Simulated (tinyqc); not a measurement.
Ion-assisted plasma etching: sheath, surface coverage, synergy and aspect-ratio dependence: one step, computed by the program tinyqc. Command: `OMP_NUM_THREADS=1 python tinyqc.py 3012988 3012989 out.jsonl etch walk`. One thread of a shared host (Intel(R) Xeon(R) Processor @ 2.30GHz), about 0.08 s of CPU time with the checks.

Radicals adsorb on bare sites; ions remove covered sites with a high yield and bare sites by sputtering; a slow spontaneous reaction acts everywhere, walls included.

Problem. Fluxes. Bohm speed u_B = sqrt(e T_e/M_i); ion flux G_i = 0.61 n_e u_B; radical flux G_n = n c/4 with c = sqrt(8 k_B T_g/(pi M_n)).

Inputs (values chosen for the exercise, close to those used for silicon dioxide in a fluorocarbon plasma):
```
quantity                    value    unit
plasma density n_e        8.9e+10  1/cm^3
electron temperature T_e      3.7      eV
ion mass M_i                   40       u
radical density n           5e+13  1/cm^3
radical mass M_n               50       u
gas temperature T_g           350       K
```

Feature: round hole.

Constants: e = 1.602176634e-19 C; u = 1.6605390666e-27 kg; k_B = 1.380649e-23 J/K.

Give: Bohm speed; ion flux G_i; radical speed c; radical flux G_n; flux ratio G_n/G_i.

Solution.

Bohm speed = 2.987e+05 cm/s

ion flux G_i = 1.622e+16 1/(cm^2 s)

radical speed c = 38498 cm/s

radical flux G_n = 4.812e+17 1/(cm^2 s)

flux ratio G_n/G_i = 29.67
